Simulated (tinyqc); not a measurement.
# Worked calculation: square on-chip spiral inductor, lumped pi model

tinyqc, about 0.01 s, one thread, Intel Xeon 2.30GHz (shared host): `OMP_NUM_THREADS=1 python tinyqc.py 2302171 2302172 out.jsonl` Printed values are rounded.

Outer diameter do = di + 2 n wd + 2 (n - 1) sp, mean da = (do + di)/2, fill p = (do - di)/(do + di), length l = 4 n da. L = 2.34 mu0 n^2 da/(1 + 2.75 p), mu0 = 4 pi 1e-7 H/m. Rs = rho l/(wd delta (1 - exp(-th/delta))), delta = sqrt(rho/(pi f mu0)). Cs = n wd^2 eps0 eo/hu across the coil. At each end Cox = l wd eps0 eo/(2 ho) leads to the substrate branch Rsi = 2 rs he/(l wd) in parallel with Csi = l wd eps0 11.7/(2 he). With one end grounded Y = 1/(Rs + i w L) + i w Cs + 1/[1/(i w Cox) + 1/(1/Rsi + i w Csi)], w = 2 pi f; Q = -Im Y/Re Y. Eddy currents in neighbouring turns and in the substrate are left out.

Parameters, values chosen for the exercise; values of the order met in silicon radio-frequency processes: number of turns n = 4.5; line width wd = 8 um; space between turns sp = 3 um; inner diameter di = 60 um; metal thickness th = 4 um; metal resistivity rho = 3 uohm cm; oxide below the coil ho = 5.3 um; oxide between coil and underpass hu = 0.8 um; relative permittivity of the oxide eo = 3; substrate resistivity rs = 1000 ohm cm; effective spreading depth in the substrate he = 80 um; frequency f = 3.2 GHz.

Constants: eps0 = 8.8541878128e-12 F/m. Results are converted to the units shown.

## Geometry and model elements

do, l, L, delta, Rs, Cs, Cox, Rsi and Csi as defined.

do = 153 um
l = 1917 um
L = 2.88163 nH
delta = 1.54101 um
Rs = 5.04098 ohm
Cs = 9.56252 fF
Cox = 38.4305 fF
Rsi = 1.04330e5 ohm
Csi = 9.92948 fF

Rs is 2.80 times the direct-current value in this empirical form, which overstates the skin effect of a flat slab when delta is near th and so stands in for some current crowding.

## Admittance, quality factor and apparent inductance

Series branch 1/(Rs + i w L), substrate branch, total Y, Q = -Im Y/Re Y, apparent inductance Im(1/Y)/w, metal-only value w L/Rs, share of the loss in the substrate Re(substrate branch)/Re Y.

series branch = 1.4904-17.1300i mS
substrate branch = 0.006052+0.158712i mS
Y = 1.4965-16.7790i mS
Q = 11.2125
apparent inductance = 2.94079 nH
w L/Rs = 11.4935
share of the loss in the substrate = 0.404452 %

Q is 97.6 % of the metal-only value.
